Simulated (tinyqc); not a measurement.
Field from the level spacing.

Inverse problem. In a triangular well E_k = a_k (C F^2/mz1)^(1/3), a_1 = 2.338107, a_2 = 4.087949, C = hbar^2/(2 m0), F in eV/nm (1 MV/cm = 0.1 eV/nm). Find F, E_1, the mean distance 2 E_1/(3 F) of the lowest level and the sheet charge eps0 eps_r F/q behind such a field.

Values chosen for this exercise: relative permittivity eps_r = 15.9; mass along z of valley set A (1 valley(s)) mz1 = 1.57 m0.

Constants: q = 1.602176634e-19 C, hbar = 1.054571817e-34 J s, m0 = 9.1093837015e-31 kg, eps0 = 8.8541878128e-14 F/cm where lengths are in cm, hbar^2/(2 m0) = 0.0380998212 eV nm^2. Results are converted to the units shown.

spacing of the two lowest levels = 55.234226 meV

Solution. The spacing over a_2 - a_1 is the energy scale (C F^2/mz1)^(1/3), which gives F.

F = 0.3600 MV/cm
E_1 = 73.80 meV
mean distance = 1.367 nm
sheet charge over q = 3.163e12 cm^-2

Program tinyqc, `OMP_NUM_THREADS=1 python tinyqc.py 2160049 2160050 out.jsonl`; Intel Xeon 2.30GHz, shared host, one thread, about 0.9 s.
